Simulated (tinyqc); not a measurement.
UHF in the sto-6g basis, for H4+, spin multiplicity 2, step by step. This run ends on a higher stationary point, not on the lowest solution. One step of it, computed by the program tinyqc.

Problem. Iteration 2 (converged): orbitals. Diagonalise F' = X^T F X, C = X C', fill 2 alpha and 1 beta electrons from the bottom; D(s) = C_occ C_occ^T. Each column has its largest component positive (the first on a tie).

F(alpha) (hartree):
```
,1H 1s,2H 1s,3H 1s,4H 1s
1H 1s,-0.555744,-0.423180,-0.150898,-0.090954
2H 1s,-0.423180,-0.555744,-0.090954,-0.150898
3H 1s,-0.150898,-0.090954,-0.555744,-0.423180
4H 1s,-0.090954,-0.150898,-0.423180,-0.555744
```

F(beta) (hartree):
```
,1H 1s,2H 1s,3H 1s,4H 1s
1H 1s,-0.345976,-0.300606,-0.204508,-0.141079
2H 1s,-0.300606,-0.345976,-0.141079,-0.204508
3H 1s,-0.204508,-0.141079,-0.345976,-0.300606
4H 1s,-0.141079,-0.204508,-0.300606,-0.345976
```

X:
```
,1H 1s,2H 1s,3H 1s,4H 1s
1H 1s,1.035051,-0.137565,-0.068377,-0.004314
2H 1s,-0.137565,1.035051,-0.004314,-0.068377
3H 1s,-0.068377,-0.004314,1.035051,-0.137565
4H 1s,-0.004314,-0.068377,-0.137565,1.035051
```

Give: F' = X^T F X; orbital energies; coefficients C; F' = X^T F X; orbital energies; coefficients C; D(alpha) after iteration 2; D(beta) after iteration 2.

Solution.

F' = X^T F X (alpha) (hartree):
```
,1,2,3,4
1,-0.4680,-0.2942,-0.0656,-0.0028
2,-0.2942,-0.4680,-0.0028,-0.0656
3,-0.0656,-0.0028,-0.4680,-0.2942
4,-0.0028,-0.0656,-0.2942,-0.4680
```

orbital energies (alpha) (hartree): MO1 -0.8305, MO2 -0.6938, MO3 -0.2366, MO4 -0.1111

coefficients C (alpha):
```
,MO1,MO2,MO3,MO4
1H 1s,0.4124,0.4851,0.5543,0.6183
2H 1s,0.4124,0.4851,-0.5543,-0.6183
3H 1s,0.4124,-0.4851,0.5543,-0.6183
4H 1s,0.4124,-0.4851,-0.5543,0.6183
```

F' = X^T F X (beta) (hartree):
```
,1,2,3,4
1,-0.2661,-0.2130,-0.1382,-0.0576
2,-0.2130,-0.2661,-0.0576,-0.1382
3,-0.1382,-0.0576,-0.2661,-0.2130
4,-0.0576,-0.1382,-0.2130,-0.2661
```

orbital energies (beta) (hartree): MO1 -0.6750, MO2 -0.2833, MO3 -0.1337, MO4 0.0276

coefficients C (beta):
```
,MO1,MO2,MO3,MO4
1H 1s,0.4124,0.4851,0.5543,0.6183
2H 1s,0.4124,0.4851,-0.5543,-0.6183
3H 1s,0.4124,-0.4851,0.5543,-0.6183
4H 1s,0.4124,-0.4851,-0.5543,0.6183
```

D(alpha) after iteration 2:
```
,1H 1s,2H 1s,3H 1s,4H 1s
1H 1s,0.4054,0.4054,-0.0652,-0.0652
2H 1s,0.4054,0.4054,-0.0652,-0.0652
3H 1s,-0.0652,-0.0652,0.4054,0.4054
4H 1s,-0.0652,-0.0652,0.4054,0.4054
```

D(beta) after iteration 2:
```
,1H 1s,2H 1s,3H 1s,4H 1s
1H 1s,0.1701,0.1701,0.1701,0.1701
2H 1s,0.1701,0.1701,0.1701,0.1701
3H 1s,0.1701,0.1701,0.1701,0.1701
4H 1s,0.1701,0.1701,0.1701,0.1701
```
